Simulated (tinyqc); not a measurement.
# CMOS inverter, nodal equation and switching: effects of single changes

An n-channel pull-down (bn, VTn) and a p-channel pull-up (bp, VTp) share the input Vin and the output node Vout, which carries the load C. Transistor (EKV form, voltages against the body): I = 2 n b Vt^2 [F(vp - Vs) - F(vp - Vd)] from drain to source, F(v) = ln^2(1 + exp(v/(2 Vt))), vp = (Vg - VT + sg |Vd - Vs|)/n. n-channel bodies are at 0; for the p-channel device all voltages are counted down from Vdd. b in uA/V^2 gives I in uA. Static: In = Ip. Transient: C dVout/dt = Ip - In. No velocity saturation, no gate capacitance beyond C.

Inputs (values chosen for the exercise):
- T = 300 K (temperature)
- Vdd = 0.8 V (supply voltage)
- n = 1.35 (slope factor)
- sg = 0.046 (drain-induced barrier lowering)
- VTn = 0.31 V (n-channel threshold)
- VTp = 0.29 V (p-channel threshold (magnitude))
- bn = 400 uA/V^2 (gain factor of the pull-down transistor)
- bp = 520 uA/V^2 (gain factor of the pull-up transistor)
- C = 0.51 fF (load capacitance)

Constants: q = 1.602176634e-19 C, kB = 1.380649e-23 J/K, Vt = kB T/q. Results are converted to the units shown.

Each table varies one quantity; the others keep the values above.

## Energy per operation against supply voltage

For a step input the delay to Vdd/2 is tHL = C times the integral of dV/(In - Ip) from Vdd/2 to Vdd at Vin = Vdd, and tLH likewise with Ip - In from 0 to Vdd/2 at Vin = 0. A chain of 50 such gates sets the cycle time tc = 50 (tHL + tLH)/2; per gate and cycle the switching energy is 0.1 C Vdd^2 and the leakage energy Vdd Ileak tc, Ileak the mean supply current at Vin = 0 and Vdd.

Results:
```
Vdd (V)  tc (ns)  switching (aJ)  leakage (aJ)  total (aJ)
0.15       186.8           1.147         5.540       6.687
0.2        61.79           2.040         2.618       4.658
0.25       21.49           3.188         1.216       4.404
0.3        8.321           4.590        0.6031       5.193
0.35       3.739           6.247        0.3376       6.585
0.4        1.968           8.160        0.2167       8.377
0.6       0.4473           18.36       0.09594       18.46
0.8       0.2203           32.64       0.08174       32.72
1         0.1419           51.00       0.08536       51.09
```

Estimate the missing row, Vdd = 0.5 V.

Computed row:
```
Vdd (V)  tc (ns)  switching (aJ)  leakage (aJ)  total (aJ)
0.5       0.7983           12.75        0.1252       12.88
```

With this row back in the table: The total energy goes from 6.69 through a minimum of 4.40 (at Vdd = 0.25 V among the rows listed) to 51.1 aJ, while the cycle time falls from 187 to 0.142 ns. Leakage makes up 83 % of the total in the first row and 0.17 % in the last. Below threshold the cycle lengthens exponentially and leakage flows for all of it, hence the minimum. For Vdd = 0.8 to 1 V the overdrive passes 0.5 V, where velocity saturation, left out here, would lengthen the delays of short devices. For Vdd = 0.15 to 0.3 V the supply is below a threshold, where mismatch, left out here, dominates margins and delay.

## Effect of the drain-induced barrier lowering

Same model as above.

VM solves In = Ip with Vin = Vout; VIL and VIH are the inputs of gain -1, NML = VIL - Vout(VIH), NMH = Vout(VIL) - VIH.

Effect of the drain-induced barrier lowering:
```
sg    VM (V)  gain at VM  NML (V)  NMH (V)  tHL (ps)  tLH (ps)
0.01  0.4193      -99.96   0.3546   0.3145     5.597     3.979
0.04  0.4192      -25.00   0.3410   0.2998     5.214     3.717
0.07  0.4192      -14.28   0.3274   0.2850     4.870     3.481
0.1   0.4192      -9.999   0.3139   0.2702     4.560     3.267
0.13  0.4192      -7.692   0.3004   0.2554     4.280     3.073
0.16  0.4192      -6.249   0.2869   0.2407     4.026     2.897
0.19  0.4192      -5.263   0.2736   0.2260     3.794     2.736
0.22  0.4192      -4.545   0.2604   0.2115     3.583     2.588
```

As sg goes from 0.01 to 0.22, VM stays near 0.419 V, the size of the gain falls from 100 to 4.54, tHL falls from 5.60 to 3.58 ps and tLH falls from 3.98 to 2.59 ps. The smaller margin is largest, 0.315 V, at sg = 0.01 among the rows. Barrier lowering gives both transistors an output conductance, which caps the gain. In every row the overdrive passes 0.5 V, where velocity saturation, left out here, would lengthen the delays of short devices.

## Effect of the supply voltage

Same model as above.

Effect of the supply voltage:
```
Vdd (V)  VM (V)  gain at VM  NML (V)  NMH (V)  tHL (ps)  tLH (ps)
0.2      0.1136      -12.23  0.08066  0.05124      1694     778.0
0.3      0.1641      -19.39   0.1275  0.09783     219.6     113.2
0.4      0.2145      -21.29   0.1736   0.1433     49.49     29.21
0.5      0.2650      -21.65   0.2183   0.1869     19.40     12.54
0.6      0.3159      -21.72   0.2609   0.2275     10.65     7.243
0.8      0.4192      -21.74   0.3383   0.2968     5.143     3.668
1        0.5243      -21.74   0.4075   0.3515     3.282     2.392
1.2      0.6303      -21.74   0.4727   0.3982     2.385     1.759
```

As Vdd goes from 0.2 to 1.2 V, VM rises from 0.114 to 0.630 V, the size of the gain rises from 12.2 to 21.7, tHL falls from 1690 to 2.38 ps and tLH falls from 778 to 1.76 ps. The smaller margin is largest, 0.398 V, at Vdd = 1.2 V among the rows. For Vdd = 0.8 to 1.2 V the overdrive passes 0.5 V, where velocity saturation, left out here, would lengthen the delays of short devices. For Vdd = 0.2 to 0.3 V the supply is below a threshold, where mismatch, left out here, dominates margins and delay.

tinyqc, about 0.04 s, one thread, Intel Xeon 2.30GHz (shared host): `OMP_NUM_THREADS=1 python tinyqc.py 2340149 2340150 out.jsonl`
